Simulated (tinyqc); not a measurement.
Moment against band filling: Stoner model of a band ferromagnet.

Density of states per atom and spin: semi-elliptic, D(e) = (8 M/(pi W^2)) sqrt(W^2/4 - e^2). Levels e -/+ I m/2 for up and down spin, m = n_up - n_down, n_up + n_down = nd. At zero temperature e(N) is the energy below which N states lie, and E(m) = sum over spins of integral e D de - I m^2/4.

Parameters, chosen for this exercise:
```
symbol  value  unit  meaning
W       6.2    eV    band width, e from -W/2 to W/2
M       5            states per atom and spin
I       1.3    eV    Stoner parameter
```

Rigid band, I fixed: a Slater-Pauling curve.

Results:
```
nd   I D(EF)  m (muB)  m_max
3.0    1.265    3.000    3.0
4.0    1.318    4.000    4.0
5.0    1.335    5.000    5.0
6.0    1.318    4.000    4.0
6.5    1.297    3.500    3.5
7.0    1.265    3.000    3.0
7.5    1.221    2.500    2.5
8.0    1.162    1.999    2.0
8.5    1.082    1.326    1.5
9.0    0.970    0.000    1.0
9.5    0.791    0.000    0.5
```

Magnetic fillings among those listed: 3.0, 4.0, 5.0, 6.0, 6.5, 7.0, 7.5, 8.0 and 8.5; the largest moment is 5.00 at nd = 5. At 3.0, 4.0, 5.0, 6.0, 6.5, 7.0 and 7.5 the moment is saturated and follows m_max, changing by one per electron.

tinyqc: `OMP_NUM_THREADS=1 python tinyqc.py 1650118 1650119 out.jsonl`; about 0.6 s, one thread, shared Intel(R) Xeon(R) Processor @ 2.30GHz.
